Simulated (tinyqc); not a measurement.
Free and nearly free electrons in a metal: sweeps and comparisons. A value that a table varies takes the place of the one given here.

The cubic cell holds 4 atoms: n = 4 z/a^3, kF = (3 pi^2 n)^(1/3), EF = c kF^2/m, vF = 2 c kF/(m hbar), c = hbar^2/2m0; rs = (3/(4 pi n))^(1/3)/a0; D(EF) = 3 n/(2 EF).

Two plane waves k and k - G, G = (111) (2 pi/a): H = [[c k^2/m, V], [V, c (k - G)^2/m]] with c = hbar^2/2m0.

Square wire of width w with grain size w: rho/rho0 = 1/(1 - 3 al/2 + 3 al^2 - 3 al^3 ln(1 + 1/al)) + (3/4) (1 - p) l/w, with al = (l/w) Rg/(1 - Rg) (Mayadas-Shatzkes plus the thick-wire form of Fuchs-Sondheimer); l = hbar kF/(n e^2 rho), e = 1.602176634e-19 C.

Constants: hbar^2/2m0 = 3.80998211 eV angstrom^2; hbar = 6.58211957e-16 eV s; a0 (Bohr radius) = 0.5291772105 angstrom.

Inputs chosen for the exercise (near those of Cu, whose d bands this model ignores; the results hold for these values, not for the real material):
- a = 3.625 angstrom (fcc lattice constant)
- z = 1 (free electrons an atom)
- m = 1.48 m0 (mass)
- rho = 1.93 micro-ohm cm (bulk resistivity)
- p = 0.2 (specularity of the surfaces)
- Rg = 0.18 (reflection at grain boundaries)
- w = 14 nm (wire width)

## When the Fermi surface touches the face

On the face the lower band is E = c (G^2/4 + q^2)/m - V, q along the face. EF is held at its free value. A neck opens where EF > c G^2/(4m) - V, with radius q; the second band fills where EF > c G^2/(4m) + V.

Necks:

| V (eV) | lower band at the face centre (eV) | neck radius (1/angstrom) | radius/kF |
|---|---|---|---|
| 0.2 | 5.601 | - | - |
| 0.5 | 5.301 | - | - |
| 0.8 | 5.001 | - | - |
| 1.1 | 4.701 | 0.0968 | 0.071 |
| 1.4 | 4.401 | 0.3548 | 0.262 |
| 1.8 | 4.001 | 0.5304 | 0.391 |
| 2.2 | 3.601 | 0.6608 | 0.488 |
| 2.6 | 3.201 | 0.7694 | 0.568 |

EF = 4.725 eV
c G^2/(4m) = 5.801 eV

How do the results move?

Contact needs V > 1.076 eV. It is first met at V = 1.1 eV of those listed, and the radius then grows as the square root of the excess, to 0.568 kF at 2.6 eV. EF is held at its free value here; a count of states lowers it as V grows, strongly for V of an eV or more, so the threshold is a lower bound, the radii are upper bounds, and some necks may vanish.

## Resistivity of narrow wires

Wires:

| w (nm) | al | grain term (factor - 1) | surface term | rho (micro-ohm cm) |
|---|---|---|---|---|
| 200 | 0.038 | 0.056 | 0.103 | 2.24 |
| 100 | 0.075 | 0.110 | 0.206 | 2.54 |
| 50 | 0.151 | 0.218 | 0.412 | 3.15 |
| 30 | 0.251 | 0.359 | 0.687 | 3.95 |
| 20 | 0.377 | 0.532 | 1.030 | 4.95 |
| 14 | 0.538 | 0.753 | 1.472 | 6.22 |
| 10 | 0.754 | 1.045 | 2.060 | 7.92 |
| 7 | 1.077 | 1.481 | 2.944 | 10.47 |

l = 34.34 nm

How do the results move?

At 7 nm the resistivity is 5.42 times the bulk value; surfaces add more (1.48 from grains, 2.94 from surfaces). It passes twice the bulk value between 50 and 30 nm. The surface formula is meant for w above l = 34 nm, so the rows below that are rough.

## What sets the wire resistivity

All results formed anew. Each row changes one parameter from the base and keeps the others.

Results:

| case | EF (eV) | l (nm) | wire rho (micro-ohm cm) |
|---|---|---|---|
| base | 4.725 | 34.34 | 6.224 |
| a = 3.734 angstrom | 4.453 | 36.44 | 6.484 |
| m = 1.776 m0 | 3.937 | 34.34 | 6.224 |
| rho = 2.316 micro-ohm cm | 4.725 | 28.62 | 6.617 |
| p = 0.5 | 4.725 | 34.34 | 5.159 |
| Rg = 0.126 | 4.725 | 34.34 | 5.736 |
| w = 9.8 nm | 4.725 | 34.34 | 8.046 |

What can be read from the table?

The largest shifts from the base row, up to three for each result and ties (the steps differ in size, so this ranks the rows, not the parameters). EF (eV): m -0.787, a -0.272; unchanged at the printed digits by rho, p, Rg and w. l (nm): rho -5.72, a +2.10; unchanged at the printed digits by m, p, Rg and w. wire rho (micro-ohm cm): w +1.822, p -1.065, Rg -0.488; unchanged at the printed digits by m. The mass drops out of l at given rho, because vF falls and tau rises by the same factor.

(tinyqc, `OMP_NUM_THREADS=1 python tinyqc.py 1651655 1651656 out.jsonl`, Intel(R) Xeon(R) Processor @ 2.30GHz, 1 thread, shared host, about 0.01 s.)
